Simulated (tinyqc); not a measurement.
A ladder of methods, and size consistency: correlation methods against full CI in the cc-pvdz basis, for He, spin multiplicity 1. Computed by the program tinyqc with PySCF. All electrons correlated; +Q is the Davidson correction (1 - c0^2) E_corr. The last columns treat two copies 100 angstrom apart as one system. FCI is the lowest singlet.

Geometry (angstrom):
```
atom       x       y       z
He    0.0000  0.0000  0.0000
```

RHF energy of one = -2.855160 hartree

Correlation energies (hartree):
```
method   E_corr of one  share of FCI (%)  E_corr of two at 100 angstrom  two minus twice one (mhartree)
MP2          -0.025828           79.6327                      -0.051657                          0.0000
CISD         -0.032434          100.0000                      -0.064405                          0.4637
CISD+Q       -0.032670          100.7255                      -0.065319                          0.0204
CCSD         -0.032434          100.0000                      -0.064869                          0.0000
CCSD(T)      -0.032434          100.0000                      -0.064869                          0.0000
FCI          -0.032434          100.0000                              -                               -
```

What does the comparison show, and why?

MP2 recovers 80 %, CISD 100.0 % and CCSD 100.0 % of the FCI value (c0^2 = 0.993 in CISD). MP2 and coupled cluster are size consistent, so their last column vanishes; CISD loses 0.46 mhartree, since a double excitation on each copy is a quadruple of the pair, and the Davidson correction leaves +0.02. With two electrons, or one virtual orbital, CISD and CCSD are exact for one copy, so +Q overshoots there.
